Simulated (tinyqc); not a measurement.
CMOS latch-up, two-transistor model: one step of the calculation.

A parasitic pnp (emitter at Vdd, base shunted by Rw) and npn (emitter at ground, base shunted by Rs) feed each other: the npn collector current flows out of the pnp base node, the pnp collector current into the npn base node. Forward-active transistors with constant gains: Icn = Isn exp(Vn/Vt), Icp = Isp (exp(Vp/Vt) - 1). A current Ii is injected into the npn base node.

Question. Response to the injected current, once round the loop per iteration. Icn = Isn exp(Vn/Vt); Vp solves Vp/Rw + Icp/bp = Icn; Vn(new) solves Vn/Rs + (Isn/bn) exp(Vn/Vt) = Icp + Ii.

Inputs (values chosen for the exercise); values close to those of bulk CMOS:
- T = 325 K (temperature)
- bn = 22.9 (current gain of the npn)
- bp = 2.2 (current gain of the pnp)
- Isn = 2.6e-14 A (saturation current of the npn at T)
- Isp = 8.2e-15 A (saturation current of the pnp at T)
- Rs = 250 ohm (substrate resistance shunting the npn)
- Rw = 1200 ohm (well resistance shunting the pnp)
- Ii = 2.91 mA (current injected into the substrate)

Constants: q = 1.602176634e-19 C, kB = 1.380649e-23 J/K, Vt = kB T/q. Results are converted to the units shown.

Vn at the start = 0.51 V

Wanted: Icn; Vp; Icp; Vn after iteration 1.

Answer.

Icn = 0.0021064 mA
Vp = 0.0025277 V
Icp = 7.7452e-13 mA
Vn after iteration 1 = 0.70403 V

Computed by the program tinyqc: `OMP_NUM_THREADS=1 python tinyqc.py 2670111 2670112 out.jsonl`, one thread of a shared Intel Xeon 2.30GHz, about 0.06 s for the whole run.
